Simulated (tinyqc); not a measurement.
Density and mobility of a removed layer (differential Hall).

Problem. For layers in parallel the sheet conductance g = 1/Rs and the product g mu_H (mu_H signed, unit Hall factors) are additive. Find the sheet density and mobility of the layer that was removed, and its share of the conductance.

Constants: q = 1.602176634e-19 C. Results are converted to the units shown.

Rs before and after removing the top layer (ohm/square): [272.67405, 1000.2418]
apparent mobility before and after, signed (cm^2/(V s)): [139.04980, 390]

Solution. The differences give g1 = q n mu and g1 mu = q n mu^2; their ratio is mu and g1^2/(q g1 mu) is n.

sheet density = 3.700e14 cm^-2
mobility = 45.00 cm^2/(V s)
share of the conductance = 72.74 %

Numbers from tinyqc (`OMP_NUM_THREADS=1 python tinyqc.py 2850194 2850195 out.jsonl`; about 0.01 s on one thread of a shared Intel Xeon 2.30GHz).
